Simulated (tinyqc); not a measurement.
# Phonon and roughness prefactors from two fields

Problem. At 300 K and high field 1/mu = E^(1/3)/Ap + E^gs/As, E in MV/cm. Find Ap and As.

Values chosen for this exercise:
```
symbol,value,unit,meaning
gs,2,,exponent of the roughness term
```

mu at E = 0.5 and 1.05 MV/cm (cm^2/(V s)): [458.86347, 291.37209]

Answer. Two linear equations in 1/Ap and 1/As.

Ap = 402 cm^2/(V s)
As = 1.22e3 cm^2/(V s)

Computed by the program tinyqc: `OMP_NUM_THREADS=1 python tinyqc.py 2510123 2510124 out.jsonl`, one thread of a shared Intel Xeon 2.30GHz, about 0.01 s for the whole run.
